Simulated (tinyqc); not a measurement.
A ladder of methods, and size consistency: correlation methods against full CI in the sto-3g basis, for H4, spin multiplicity 1. Computed by the program tinyqc with PySCF. Command: `OMP_NUM_THREADS=1 python tinyqc.py 113717 113718 out.jsonl`; one thread of a shared host (Intel(R) Xeon(R) Processor @ 2.60GHz), about 0.6 s.

Geometry (angstrom):
```
atom       x       y       z
H     0.0000  0.0000  0.0000
H     0.0000  0.0000  0.8000
H     0.0000  1.4870  0.0000
H     0.0000  1.4870  0.8000
```

RHF energy of one = -2.144431 hartree

All electrons correlated; +Q is the Davidson correction (1 - c0^2) E_corr. The last columns treat two copies 100 angstrom apart as one system. FCI is the lowest singlet.

Correlation energies (hartree):
```
method   E_corr of one  share of FCI (%)  E_corr of two at 100 angstrom  two minus twice one (mhartree)
MP2           -0.03253            63.077                       -0.06506                           0.000
CISD          -0.05072            98.353                       -0.09822                           3.231
CISD+Q        -0.05245           101.695                       -0.10428                           0.617
CCSD          -0.05157            99.985                       -0.10313                           0.000
CCSD(T)       -0.05157            99.985                       -0.10313                           0.000
FCI           -0.05157           100.000                              -                               -
```

MP2 recovers 63 %, CISD 98.4 % and CCSD 100.0 % of the FCI value (c0^2 = 0.966 in CISD). MP2 and coupled cluster are size consistent, so their last column vanishes; CISD loses 3.23 mhartree, since a double excitation on each copy is a quadruple of the pair, and the Davidson correction leaves +0.62.
